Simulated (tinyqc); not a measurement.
What moves the results: density of states of one tight-binding band on the simple cubic lattice. A value that a table varies takes the place of the one given here.

E(k) = -2 t (c1 + c2 + c3) - 4 t2 (c1 c2 + c2 c3 + c3 c1) with ci = cos(2 pi ki); k in fractions of the reciprocal vectors, mesh k_i = j/N with j = 0 .. N-1. Densities are per cell and per spin, so the band holds one state.

Each cube of the mesh, corners numbered 0 to 7 as the binary number (i j l), is cut into six tetrahedra around the diagonal 0-7: 0137, 0157, 0237, 0267, 0457, 0467. For corner energies e1 <= e2 <= e3 <= e4 and eij = ei - ej, the share of the tetrahedron below E is n = (E - e1)^3/(e21 e31 e41) for e1 < E < e2; n = [e21^2 + 3 e21 x + 3 x^2 - (e31 + e42) x^3/(e32 e42)]/(e31 e41) with x = E - e2 for e2 < E < e3; n = 1 - (e4 - E)^3/(e41 e42 e43) for e3 < E < e4; its density of states is g = dn/dE.

Gaussian broadening: g(E) = mean over the mesh of exp(-(E - E_k)^2/(2 sigma^2))/(sigma sqrt(2 pi)), n(E) = mean of erfc((E_k - E)/(sigma sqrt 2))/2.

Parameters, chosen for this exercise: t = 0.74 eV (nearest hopping); t2 = 0.04 eV (second hopping); N2 = 12 (mesh points along each axis in this comparison); sigma = 0.148 eV (Gaussian width); E = -2.59 eV (energy at which the density is wanted).

## Three ways to the same curve

N = N2 here; the reference is the linear method with N = 36.

g(E) (1/eV):

| E (eV) | reference | linear tetrahedra | Gaussian, sigma | Gaussian, sigma/4 | reference n(E) |
|---|---|---|---|---|---|
| -4.112 | 0.030 | 0.028 | 0.023 | 0.004 | 0.015 |
| -3.305 | 0.051 | 0.050 | 0.027 | 0.000 | 0.048 |
| -2.497 | 0.078 | 0.078 | 0.044 | 0.000 | 0.100 |
| -1.690 | 0.122 | 0.122 | 0.080 | 0.001 | 0.178 |
| -0.883 | 0.188 | 0.191 | 0.140 | 0.060 | 0.313 |
| -0.076 | 0.192 | 0.196 | 0.201 | 0.266 | 0.466 |
| 0.732 | 0.199 | 0.201 | 0.260 | 0.303 | 0.624 |
| 1.539 | 0.206 | 0.214 | 0.207 | 0.198 | 0.788 |
| 2.346 | 0.104 | 0.103 | 0.078 | 0.005 | 0.905 |
| 3.153 | 0.059 | 0.057 | 0.068 | 0.041 | 0.970 |

What does this show, and why?

Root-mean-square errors against the reference: 0.0030 for linear tetrahedra, 0.0323 for sigma and 0.0819 for sigma/4. The narrow Gaussian is worse than the wide one, because it resolves the separate mesh levels. The reference is highest at 1.539 eV of the energies listed, and half filling lies between -0.076 and 0.732 eV.

## Convergence with the mesh

At the energy E; the plain count is the share of mesh points below E; the reference is the linear method with N = 36.

Results:

| N | points | g linear | n linear | g Gaussian | n Gaussian | n plain count |
|---|---|---|---|---|---|---|
| 4 | 64 | 0.0662 | 0.0494 | 0.0004 | 0.1094 | 0.1094 |
| 6 | 216 | 0.0710 | 0.0756 | 0.0274 | 0.0898 | 0.0880 |
| 8 | 512 | 0.0739 | 0.0827 | 0.1219 | 0.0942 | 0.1113 |
| 12 | 1728 | 0.0741 | 0.0886 | 0.0463 | 0.0955 | 0.0990 |
| 16 | 4096 | 0.0739 | 0.0905 | 0.0773 | 0.0939 | 0.0950 |
| 20 | 8000 | 0.0738 | 0.0914 | 0.0709 | 0.0932 | 0.0924 |

reference n and g: 0.0926  0.0741

How do the results move?

The linear n(E) stays within 0.002 of the reference from N = 20 on. The Gaussian g still moves by more than 1 % between the last two meshes. At the last mesh it lies -0.003 1/eV from the reference g and the linear g 0.000. The plain count errs by -0.0002 at the last mesh.

## Critical points

The gradient vanishes at these points by symmetry; the signs of the eigenvalues of the second-derivative matrix give the type.

Critical points:

| point | k | E (eV) | positive | negative | type |
|---|---|---|---|---|---|
| Gamma | (0, 0, 0) | -4.9200 | 3 | 0 | minimum |
| X | (0.5, 0, 0) | -1.3200 | 2 | 1 | saddle |
| M | (0.5, 0.5, 0) | 1.6400 | 1 | 2 | saddle |
| R | (0.5, 0.5, 0.5) | 3.9600 | 0 | 3 | maximum |

What can be read from the table?

Gamma is a minimum at -4.920 eV: its contribution to g starts as a square root. X is a saddle at -1.320 eV: g has a square-root kink there. M is a saddle at 1.640 eV: g has a square-root kink there. R is a maximum at 3.960 eV: its contribution to g ends as a square root.

## What moves the count of states

Linear method and Gaussian sum with N = 14. Each row changes one parameter from the base and keeps the others.

Results:

| case | n linear | g linear (1/eV) | n Gaussian | g Gaussian (1/eV) |
|---|---|---|---|---|
| base | 0.0897 | 0.0737 | 0.0948 | 0.0748 |
| t = 0.814 eV | 0.1076 | 0.0768 | 0.1106 | 0.0654 |
| E = -2.516 eV | 0.0952 | 0.0769 | 0.1001 | 0.0693 |
| sigma = 0.296 eV | 0.0897 | 0.0737 | 0.0947 | 0.0751 |
| t2 = 0.077 eV | 0.0968 | 0.0691 | 0.1008 | 0.0607 |

How do the results move?

The largest shifts from the base row, up to three for each result and ties (the steps differ in size, so this ranks the rows, not the parameters). n linear: t +0.0179, t2 +0.0072, E +0.0056; unchanged at the printed digits by sigma. g linear (1/eV): t2 -0.0046, E +0.0032, t +0.0030; unchanged at the printed digits by sigma. n Gaussian: t +0.0158, t2 +0.0060, E +0.0053. g Gaussian (1/eV): t2 -0.0140, t -0.0093, E -0.0055.

Computed by tinyqc, a small Python program: `OMP_NUM_THREADS=1 python tinyqc.py 1652168 1652169 out.jsonl` (the numbers bound the seed that draws the inputs); one thread of a shared host (Intel(R) Xeon(R) Processor @ 2.30GHz), about 0.2 s for the whole set of steps.
